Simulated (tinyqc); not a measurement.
# Worked calculation: free and trapped electrons in a MOS channel with a dense trap tail

Program tinyqc, `OMP_NUM_THREADS=1 python tinyqc.py 2222143 2222144 out.jsonl`; Intel Xeon 2.30GHz, shared host, one thread, about 0.02 s. Printed values are rounded.

p-type body, charge-sheet picture, full ionisation (an idealisation for deep acceptors), Boltzmann statistics for free electrons. e = Ec - EF at the surface. Acceptor-like traps of density D(E) = D0 + De exp(-E/Ew) at depth E below Ec, from 0 to Eu, hold n_t = integral of D(E)/(1 + exp((e - E)/Vt)). psi = Eg - Vt ln(Nv/Na) - e; N_dep = sqrt(2 eps0 eps_r Na (psi - Vt)/q); n_f = sqrt(N_dep^2 + 2 eps0 eps_r Vt Nc exp(-e/Vt)/q) - N_dep; Vg = Vfb + psi + q (N_dep + n_t + n_f)/Cox, Cox = eps0 eox/tox.

Parameters, values chosen for the exercise; band and dielectric values close to those of 4H silicon carbide:

| symbol | value | unit | meaning |
|---|---|---|---|
| T | 300 | K | temperature |
| Eg | 3.2 | eV | band gap |
| eps_r | 9.65 |  | relative permittivity |
| Nc | 1.73e19 | cm^-3 | conduction-band density of states at T |
| Nv | 2.46e19 | cm^-3 | valence-band density of states at T |
| eox | 3.9 |  | relative permittivity of the insulator |
| tox | 41 | nm | insulator thickness |
| Na | 9.3e15 | cm^-3 | acceptor density |
| Vfb | -2.02 | V | flat-band voltage without trapped charge |
| D0 | 6.2e10 | cm^-2 eV^-1 | constant background density of acceptor-like traps |
| De | 6.6e13 | cm^-2 eV^-1 | density of the tail at the conduction edge |
| Ew | 0.14 | eV | decay energy of the tail |
| Eu | 0.76 | eV | depth below Ec down to which the traps reach |
| mf | 92 | cm^2/(V s) | mobility of free electrons |
| e | 0.136 | eV | Ec - EF at the surface |

Constants: q = 1.602176634e-19 C, kB = 1.380649e-23 J/K, Vt = kB T/q, eps0 = 8.8541878128e-14 F/cm where lengths are in cm. Results are converted to the units shown.

## Trapped charge

Trapezoid rule on 15 equal steps from 0 to Eu, f = 1/(1 + exp((e - E)/Vt)).

```
point      E (eV)  D(E) f (cm^-2 eV^-1)
0               0           3.411956e11
1      0.05066667           1.635695e12
2       0.1013333           6.648818e12
3           0.152           1.452527e13
4       0.2026667           1.448186e13
5       0.2533333           1.075339e13
6           0.304           7.575559e12
7       0.3546667           5.300875e12
8       0.4053333           3.710756e12
9           0.456           2.602873e12
10      0.5066667           1.831340e12
11      0.5573333           1.294078e12
12          0.608           9.199560e11
13      0.6586667           6.594366e11
14      0.7093333           4.780242e11
15           0.76           3.516979e11
```

n_t = 3.686728e12 cm^-2

With 1600 steps n_t = 3.689e12 cm^-2; the coarse value is 0.066 % below it.

## Charges and gate voltage

psi, N_dep, n_f and Vg as defined, with the n_t given; free share n_f/(n_f + n_t); apparent mobility mf n_f/(n_f + n_t); gate voltage spent on traps q n_t/Cox.

psi = 2.860274 V
N_dep = 5.302388e11 cm^-2
n_f = 2.285981e10 cm^-2
Vg = 8.905731 V
free share = 0.6162359 %
apparent mobility = 0.5669371 cm^2/(V s)
gate voltage spent on traps = 7.013294 V
